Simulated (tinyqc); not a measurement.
Worked calculation: empirical pseudopotential in a few plane waves. One step of it, computed by the program tinyqc.

Task: Bloch Hamiltonian at G. Basis: the 15 shortest G (labels in 2 pi/a), the same at every k. H(G,G') = c |k + G|^2 delta + VS(|G-G'|^2) cos((G-G').tau) + i VA sin((G-G').tau), tau = a/8 (1,1,1); 1 Ry = 13.605693 eV.

Parameters chosen for this model: fcc lattice, atoms at +/- a/8 (1,1,1); form factors in rydberg at |G|^2 in units of (2 pi/a)^2:
```
parameter                 value      unit
a                      6.150000  angstrom
VS(3)                 -0.220000        Ry
VS(8)                  0.000000        Ry
VS(11)                 0.077000        Ry
VA(3)                  0.119000        Ry
VA(4)                  0.087000        Ry
VA(11)                 0.025000        Ry
hbar^2/2m (2 pi/a)^2   3.976788        eV
```

k point G (2 pi / a): 0  0  0

Give: H(k) at G.

Result:

H(k) at G (eV), lower triangle (Hermitian):
```
               +0+0+0         -1-1-1         -1-1+1         -1+1-1
+0+0+0          0.000
-1-1-1   2.117-1.145i         11.930
-1-1+1  -2.117-1.145i   0.000+1.184i         11.930
-1+1-1  -2.117-1.145i   0.000+1.184i          0.000         11.930
-1+1+1  -2.117+1.145i          0.000   0.000+1.184i   0.000+1.184i
+1-1-1  -2.117-1.145i   0.000+1.184i          0.000          0.000
+1-1+1  -2.117+1.145i          0.000   0.000+1.184i          0.000
+1+1-1  -2.117+1.145i          0.000          0.000   0.000+1.184i
+1+1+1   2.117+1.145i          0.000          0.000          0.000
-2+0+0   0.000-1.184i  -2.117+1.145i  -2.117-1.145i  -2.117-1.145i
+0-2+0   0.000-1.184i  -2.117+1.145i  -2.117-1.145i   0.741-0.241i
+0+0-2   0.000-1.184i  -2.117+1.145i   0.741-0.241i  -2.117-1.145i
+0+0+2   0.000+1.184i  -0.741-0.241i   2.117+1.145i  -0.741+0.241i
+0+2+0   0.000+1.184i  -0.741-0.241i  -0.741+0.241i   2.117+1.145i
+2+0+0   0.000+1.184i  -0.741-0.241i  -0.741+0.241i  -0.741+0.241i

               -1+1+1         +1-1-1         +1-1+1         +1+1-1
-1+1+1         11.930
+1-1-1          0.000         11.930
+1-1+1          0.000   0.000+1.184i         11.930
+1+1-1          0.000   0.000+1.184i          0.000         11.930
+1+1+1   0.000+1.184i          0.000   0.000+1.184i   0.000+1.184i
-2+0+0   2.117-1.145i   0.741-0.241i  -0.741-0.241i  -0.741-0.241i
+0-2+0  -0.741-0.241i  -2.117-1.145i   2.117-1.145i  -0.741-0.241i
+0+0-2  -0.741-0.241i  -2.117-1.145i  -0.741-0.241i   2.117-1.145i
+0+0+2  -2.117+1.145i  -0.741+0.241i  -2.117+1.145i   0.741+0.241i
+0+2+0  -2.117+1.145i  -0.741+0.241i   0.741+0.241i  -2.117+1.145i
+2+0+0   0.741+0.241i   2.117+1.145i  -2.117+1.145i  -2.117+1.145i

               +1+1+1  -2+0+0  +0-2+0  +0+0-2
+1+1+1         11.930
-2+0+0  -0.741+0.241i  15.907
+0-2+0  -0.741+0.241i   0.000  15.907
+0+0-2  -0.741+0.241i   0.000   0.000  15.907
+0+0+2  -2.117-1.145i   0.000   0.000   0.000
+0+2+0  -2.117-1.145i   0.000   0.000   0.000
+2+0+0  -2.117-1.145i   0.000   0.000   0.000

        +0+0+2  +0+2+0  +2+0+0
+0+0+2  15.907
+0+2+0   0.000  15.907
+2+0+0   0.000   0.000  15.907
```
